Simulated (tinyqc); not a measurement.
MOS inversion layer, Poisson-Schroedinger loop: one step of the calculation.

Electrons confined at an insulator interface at z = 0, treated as a hard wall; parabolic valleys, Hartree approximation, no image or exchange terms. The depletion charge lies far deeper than the electrons and gives a uniform field q Nd/(eps0 eps_r); the gate balances all charge. Energies are counted from the band edge at the interface.

Task. Fermi level and occupations. Level k holds N_k = D_k Vt ln(1 + exp((EF - E_k)/Vt)) with D = md1 m0 q/(pi hbar^2) per eV (spin included); EF is fixed by sum N_k = Ns.

Inputs (values chosen for the exercise); masses and permittivity close to those of In0.53Ga0.47As: temperature T = 200 K; in-plane density-of-states mass of set A md1 = 0.0402 m0; sheet density of electrons Ns = 1.8e12 cm^-2.

Constants: q = 1.602176634e-19 C, kB = 1.380649e-23 J/K, hbar = 1.054571817e-34 J s, m0 = 9.1093837015e-31 kg, Vt = kB T/q. Results are converted to the units shown.

levels (eV): A1 0.10896073, A2 0.18987577

Find: EF; N_k.

Result.

EF = 0.1990 eV
N_k (cm^-2): A1 1.513e12, A2 2.869e11

Numbers from tinyqc (`OMP_NUM_THREADS=1 python tinyqc.py 2160148 2160149 out.jsonl`; about 0.5 s on one thread of a shared Intel Xeon 2.30GHz).
